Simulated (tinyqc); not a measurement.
Emission in a field: deep level as a short-range spherical well.

Constants: e^2/(4 pi eps0) = 14.39964547 eV angstrom; kB = 8.617333262e-05 eV/K.

Values chosen for the exercise (near those of GaAs; the results hold for these values, not for the real material): eps = 13.3 (static dielectric constant); R = 4.2 angstrom (radius of the well); T = 250 K (temperature); Fs = (1, 5, 20, 50, 100, 200) kV/cm (fields).

Et = 0.18061 eV

Barrier lowering for a charged centre (Poole-Frenkel) is 2 sqrt(q e F/eps), q = e^2/(4 pi eps0), and for the neutral well e F R; the one-dimensional enhancement is exp(lowering/kB T). 1 kV/cm = 1e-5 V/angstrom; tunnelling is left out.

Results:

| F (kV/cm) | lowering, charged (meV) | enhancement | saddle at (angstrom) | lowering, neutral (meV) | enhancement |
|---|---|---|---|---|---|
| 1 | 6.6 | 1.36 | 329 | 0.04 | 1.002 |
| 5 | 14.7 | 1.98 | 147 | 0.21 | 1.010 |
| 20 | 29.4 | 3.92 | 74 | 0.84 | 1.040 |
| 50 | 46.5 | 8.67 | 47 | 2.10 | 1.102 |
| 100 | 65.8 | 21.2 | 33 | 4.20 | 1.215 |
| 200 | 93.1 | 75.2 | 23 | 8.40 | 1.477 |

What can be read from this table?

At 200 kV/cm the charged centre emits 75.2 times faster and the neutral one 1.48 times: the logarithm of the enhancement is linear in sqrt(F) for the first and in F for the second, which tells the charge state. The largest lowering is 52 % of Et.

(tinyqc, `OMP_NUM_THREADS=1 python tinyqc.py 1250622 1250623 out.jsonl`, Intel(R) Xeon(R) Processor @ 2.30GHz, 1 thread, shared host, about 0.01 s.)
